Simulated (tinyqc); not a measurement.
Landau-Devonshire theory of a uniaxial ferroelectric: one step, computed by the program tinyqc.

G(P) = (alpha/2) P^2 + (beta*/4) P^4 + (gamma/6) P^6 - E P per volume, SI units, one domain, P along the polar axis, which is normal to the film.

Problem. Coefficients at T. alpha = alpha_0 (T - T0*), with clamping: T0* = T0 + 4 Q12 u_m/(alpha_0 (s11 + s12)), beta* = beta + 4 Q12^2/(s11 + s12).

Inputs (values chosen for the exercise, for a model ferroelectric):
```
quantity                       value         unit
alpha_0                       565000  J m/(C^2 K)
Curie-Weiss temperature T0       720            K
beta                        2.77e+08    J m^5/C^4
temperature T                    296            K
misfit strain u_m             -0.014            -
electrostriction Q12          -0.038      m^4/C^2
compliance s11 + s12         3.3e-12        m^2/N
```

Sample: epitaxial film.

Give: T0*; alpha; beta*.

Solution.

T0* = 1861 K

alpha = -8.844e+08 J m/C^2

beta* = 2.027e+09 J m^5/C^4

Compression raises T0 by 1141 K. beta* > 0: the transition is of second order. Caution: a shift of T0 this large is beyond the range where constant coefficients hold.
